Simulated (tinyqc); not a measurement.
Solubility, supersaturation, precipitation and gettering of an impurity in a silicon-like host: one step, computed by the program tinyqc. Command: `OMP_NUM_THREADS=1 python tinyqc.py 3002839 3002840 out.jsonl ripen walk`. One thread of a shared host (Intel(R) Xeon(R) Processor @ 2.30GHz), about 0.01 s of CPU time with the checks.

The wafer was saturated at T1 and is then held at T.

Task: Denuded zone. Near a surface held at C_eq(T) the excess decays by out-diffusion over sqrt(D t) and by capture over L_s = sqrt(D tau_f) = (4 pi n r_f)^(-1/2); the shorter length sets the depth from which the surface draws.

Inputs (values chosen for the exercise, modelled on oxygen in silicon): temperature of saturation T1 = 1300 K; anneal temperature T = 1196 K; anneal time t = 510000 s; wafer thickness w = 775 micrometre.

Gettering: relaxation gettering at sinks.

D(T) = 3.974653e-12 cm^2/s

tau_f = 244638.2 s

Give: sqrt(D t); capture length L_s; L_s/w.

Result:

sqrt(D t) = 14.24 micrometre

capture length L_s = 9.861 micrometre

L_s/w = 0.01272

The sinks catch the impurity before it reaches a surface, except within L_s of it. Caution: the barrier to homogeneous nucleation is below 35 k_B T for these inputs, so new precipitates would form and outnumber the fixed sinks assumed here.
